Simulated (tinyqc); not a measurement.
Threshold-voltage variability of a planar MOSFET, analytic estimates: two steps of the calculation.

Three independent sources add in quadrature: random dopants in the depleted layer, metal-gate grains of two orientations, and roughness of the two gate edges acting through the roll-off VT = VT(long) - Vr exp(-L/l). These are first-order estimates: no three-dimensional electrostatics, no percolation.

Inputs (values chosen for the exercise); material values close to those of silicon: gate length L = 20 nm; gate width W = 86 nm; metal grain size G = 4 nm; work-function difference of the two grain orientations dW = 0.3 eV; share of the orientation of higher work function p = 0.6; rms roughness of one gate edge De = 0.8 nm; correlation length of the roughness La = 15 nm; decay length of the threshold roll-off l = 4.3 nm; prefactor of the roll-off Vr = 2.8 V; number of cells Nb = 1048576; wanted yield Y = 0.999.

Task 1. Metal grains and edge roughness. Grains: Ng = L W/G^2 (at least 1), s2 = dW sqrt(p (1 - p)/Ng). Edges, with exponential correlation and u = W/La: the mean gate length has sL^2 = 2 De^2 (2/u)[1 - (1 - exp(-u))/u]; s3 = sL (Vr/l) exp(-L/l).

Find: Ng; s2; sL; dVT/dL; s3.

Result 1.

Ng = 107.5
s2 = 14.17 mV
sL = 0.6074 nm
dVT/dL = 6.219 mV/nm
s3 = 3.777 mV

Task 2. Margin in standard deviations for the wanted yield. Cells fail independently with probability Q(k) = erfc(k/sqrt(2))/2 when the margin is k standard deviations, and Y = exp(-Nb Q(k)). phi = exp(-k^2/2)/sqrt(2 pi). Newton steps on ln Q(k) = ln(-ln(Y)/Nb): k(new) = k + [ln Q - ln(-ln(Y)/Nb)] Q/phi.

k after iteration 1 = 6.4635743

Give: Q(k); phi; k after iteration 2.

Result 2.

Q(k) = 5.113e-11
phi = 3.380e-10
k after iteration 2 = 6.021

Program tinyqc, `OMP_NUM_THREADS=1 python tinyqc.py 2090158 2090159 out.jsonl`; Intel Xeon 2.30GHz, shared host, one thread, about 0.01 s.
